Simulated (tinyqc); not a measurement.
Current crowding under a contact, resistor ladder against the transmission-line model: two steps of the calculation.

A metal contact of length d and width W on a thin layer of the same width. The metal has no resistance, the sheet resistance under it equals Rsh, and current enters the layer at the front edge x = 0.

Parameters, values chosen for the exercise:

| symbol | value | unit | meaning |
|---|---|---|---|
| Rsh | 2800 | ohm/sq | sheet resistance of the semiconductor layer |
| rc | 3.2e-5 | ohm cm^2 | specific contact resistivity |
| d | 2.1 | um | contact length |
| W | 110 | um | contact width |
| n | 6 |  | cells |
| I | 0.5 | mA | current |

Question 1. Voltages and the share of the current. Cut the contact into n cells of length hc = d/n. Neighbouring cell centres are joined by a = W/(Rsh hc), each centre joins the metal (0 V) by g = W hc/rc, and I enters cell 1 through half a cell: -a v_(i-1) + b_i v_i - a v_(i+1) = I for i = 1 and 0 otherwise, b_i = g + 2 a (g + a at both ends). Rc = v_1/I + 1/(2 a). Cell i passes g v_i to the metal.

a = 0.11224490 S
g = 0.012031250 S

```
cell,b_i (S)
1,0.12427615
2,0.23652105
3,0.23652105
4,0.23652105
5,0.23652105
6,0.12427615
```

Give: v_i; share of the current; Rc of the ladder.

Answer 1.

```
cell,v_i (mV),share of the current (%)
1,12.123,29.171
2,8.968,21.579
3,6.774,16.300
4,5.306,12.768
5,4.407,10.605
6,3.980,9.578
```

Rc of the ladder = 28.700 ohm

The first cell passes 29.2 % of the current and the last 9.58 %; an even spread would give 16.7 % each.

Question 2. The transmission-line result. Transfer length Lt = sqrt(rc/Rsh); front resistance Rc = (Rsh Lt/W) coth(d/Lt); end resistance Re = (Rsh Lt/W)/sinh(d/Lt). v(x) = I (Rsh Lt/W) cosh((d - x)/Lt)/sinh(d/Lt) at the cell centres x = (i - 1/2) d/n.

Wanted: Lt; Rc; Re; v(x).

Answer 2.

Lt = 1.069 um
Rc = 28.30 ohm
Re = 7.786 ohm

```
cell,v(x) (mV)
1,12.10
2,8.94
3,6.74
4,5.27
5,4.37
6,3.95
```

The ladder's Rc is 1.4 % above this value, with cells 0.33 Lt long.

Numbers from tinyqc (`OMP_NUM_THREADS=1 python tinyqc.py 2760060 2760061 out.jsonl`; about 0.01 s on one thread of a shared Intel Xeon 2.30GHz).
